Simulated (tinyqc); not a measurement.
Berg model of reactive sputtering of a nitride or oxide: poisoning, hysteresis and pumping speed: one step, computed by the program tinyqc. Command: `OMP_NUM_THREADS=1 python tinyqc.py 3023503 3023504 out.jsonl berg walk`. One thread of a shared host (Intel(R) Xeon(R) Processor @ 2.30GHz), about 0.03 s of CPU time with the checks.

A diatomic gas reacts with bare metal on the target and on the collecting surfaces; ions remove metal and compound from the target. theta_t and theta_c are the compound fractions.

Task: Steady state at the pressure P. Ion flux j = J/e; gas flux F = P/sqrt(2 pi M k_B T). Target: (2/z) alpha F (1 - theta_t) = j Y_c theta_t. Sputtered flows F_c = j Y_c theta_t A_t, F_m = j Y_m (1 - theta_t) A_t. Collector: (2/z) alpha F (1 - theta_c) A_c + F_c (1 - theta_c) = F_m theta_c. Gas use Q = alpha F [(1 - theta_t) A_t + (1 - theta_c) A_c] + P S/(k_B T); 1 sccm = 4.4780e17 molecules/s. Rate R = F_m + F_c, given relative to j Y_m A_t.

Inputs (values chosen for the exercise, close to those used for silicon nitride):
```
quantity,value,unit
ion current density J,8.5,mA/cm^2
target area A_t,290,cm^2
collecting area A_c,5200,cm^2
metal yield Y_m,0.51,-
compound yield Y_c,0.16,-
sticking coefficient alpha,0.18,-
reactive atoms per metal atom z,1.33,-
gas mass M,28,u
pumping speed S,340,l/s
gas temperature T,300,K
reactive partial pressure P,0.035,Pa
```

Constants: e = 1.602176634e-19 C; u = 1.6605390666e-27 kg; k_B = 1.380649e-23 J/K.

Give: ion flux j; gas flux F; theta_t; theta_c; gas use; total flow Q; rate relative to clean metal.

Result:

ion flux j = 5.305e+16 1/(cm^2 s)

gas flux F = 1.006e+17 1/(cm^2 s)

theta_t = 0.7624

theta_c = 0.9872

gas use (sccm): target 2.787, collector 2.698, pump 6.416

total flow Q = 11.90 sccm

rate relative to clean metal = 0.4768

The target is partly covered. The film is 98.7 % compound.
